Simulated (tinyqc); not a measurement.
The choice of windows: band offset from the macroscopic average of a supercell potential.

A model of the planar-averaged electrostatic energy of an electron in a periodic cell of N1 periods of A (L1 = N1 n1 h) and N2 periods of B (L2 = N2 n2 h), on z_j = j h: V(z) = f VA + (1 - f) VB + F t(z), VA = V1[0] + V1[1] cos(2 pi z/(n1 h)) + V1[2] cos(4 pi z/(n1 h)), VB the same with V2, n2 and z - L1. f = [tanh(z/w) - tanh((z - L1)/w) + tanh((z - L1 - L2)/w)]/2 + 1/2; t(z) = z - L1/2 in A and (L1/L2)(L1 + L2/2 - z) beyond, so that the cell is periodic.

Running mean over n points, periodic: for odd n the plain mean of the n points centred on j; for even n the n + 1 points with half weight at both ends. The macroscopic average applies the mean over n1 points and then over n2 points.

Values chosen for the exercise (gaps near those of InAs and GaSb; the results hold for these values, not for the real material): h = 0.3 angstrom (grid step); n1 = 6 (grid points per period of A); n2 = 5 (grid points per period of B); N1 = 4 (periods of A); N2 = 5 (periods of B); V1 = (-6.82, 2.62, -0.93) eV (mean and two harmonics of the potential in A); V2 = (-4.88, 4.53, -0.14) eV (the same in B); w = 0.41 angstrom (width of the interfaces); F = 0 eV/angstrom (slope in A from opposite charges on the two interfaces).

dV read at j = 12 and 36 after means over the numbers of points listed; ripple is the spread over the five points around each.

Results:

| windows | dV (eV) | ripple in A (meV) | ripple in B (meV) |
|---|---|---|---|
| none | -3.458 | 2620 | 8098 |
| 6 only | 2.432 | 0 | 1110 |
| 5 only | 1.230 | 1065 | 0 |
| 7 only | 3.290 | 761 | 1903 |
| 7, 6 | 1.826 | 0 | 255 |
| 6, 5 | 1.940 | 0 | 0 |

Which rows can be used, and how does a wrong window show?

The last row matches both periods and lies 0 meV from the value of a thick cell, V2[0] - V1[0] = 1.940 eV. Against it the raw potential errs by -5.40 eV. No other row is within 20 meV of it. A window one point too long leaves a ripple of 761 meV in A, against 0 meV in the last row: the ripple is the sign to look for. Rows to use, with under 30 meV of ripple in both regions once the tilt is taken off: 6, 5. A row with a large ripple can hit the right value only by chance.

Run: tinyqc, `OMP_NUM_THREADS=1 python tinyqc.py 1880561 1880562 out.jsonl`; Intel(R) Xeon(R) Processor @ 2.30GHz, one thread, shared host; about 0.01 s of CPU time with all checks.
